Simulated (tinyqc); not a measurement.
# From one set of inputs to another, one input at a time

Model: straight dislocations in isotropic elasticity: fields, energies, partials, Peierls stress and walls. Computed by tinyqc, a small Python program. Command: `OMP_NUM_THREADS=1 python tinyqc.py 3019089 3019090 out.jsonl disloc ladder`. One thread of a shared host (Intel(R) Xeon(R) Processor @ 2.30GHz), about 0.01 s of CPU time with the checks.

The line runs along z, the glide plane is y = 0, and beta is the angle between b and the line (0 screw, 90 degrees edge): b_e = b sin(beta) along +x with the extra half plane at y > 0, b_s = b cos(beta). Stress is positive in tension.

The inputs printed are set A. Inputs not listed in the table keep their values of set A, so the rows need not describe a real material.

Inputs (values chosen for the exercise, modelled on nickel):
```
quantity                       value      unit
shear modulus G                 80.8       GPa
Poisson ratio nu               0.308         -
Burgers vector b               2.492  angstrom
stacking-fault energy gamma      130    mJ/m^2
dislocation density rho      2.2e+09     1/m^2
core radius r0/b                 0.5         -
source length l                  310        nm
```

Character: 30-degree.

Method. Shockley partials have b_p = b/sqrt(3) at the angles beta -/+ 30 degrees; their repulsion balances the fault at d = G b_p^2/(8 pi gamma) (2 - nu)/(1 - nu) [1 - 2 nu cos(2 beta)/(2 - nu)]. Frank-Read source, averaged over the loop: tau = G b/(2 pi l) [(1 - nu/2)/(1 - nu)] ln(l/r0). Taylor hardening: tau = 0.3 G b sqrt(rho).

Each row keeps all changes above it:
```
input moved                                 from       to  splitting width d (nm)  Frank-Read stress (MPa)  Taylor stress (MPa)
set A                                          -        -                  1.0238                    98.82              0.28333
Burgers vector b (angstrom)                2.492        3                  1.4838                   116.14              0.34109
source length l (nm)                         310      370                  1.4838                    99.56              0.34109
shear modulus G (GPa)                       80.8     22.3                  0.4095                    27.48              0.09414
Poisson ratio nu                           0.308    0.349                  0.4095                    28.50              0.09414
stacking-fault energy gamma (mJ/m^2)         130      120                  0.4436                    28.50              0.09414
dislocation density rho (1/m^2)       2200000000  1.7e+11                  0.4436                    28.50              0.82751
```

Where does the difference come from?

Splitting width d goes from 1.02 to 0.444, a factor 0.433 in all. The largest single move comes from shear modulus G (a factor 0.276), and Burgers vector b works against it (a factor 1.45). Frank-Read stress goes from 98.8 to 28.5, a factor 0.288 in all. The largest single move comes from shear modulus G (a factor 0.276), and Burgers vector b works against it (a factor 1.18). Taylor stress goes from 0.283 to 0.828, a factor 2.92 in all. The largest single move comes from dislocation density rho (a factor 8.79), and shear modulus G works against it (a factor 0.276). The single moves hold for this order of the switches; the total does not depend on the order.

Caution (rows shear modulus G, Poisson ratio nu, stacking-fault energy gamma, dislocation density rho): a splitting under two Burgers vectors is within the cores, where the elastic formula fails.

Extremes, crossings and ranges named in words are read from the listed rows.
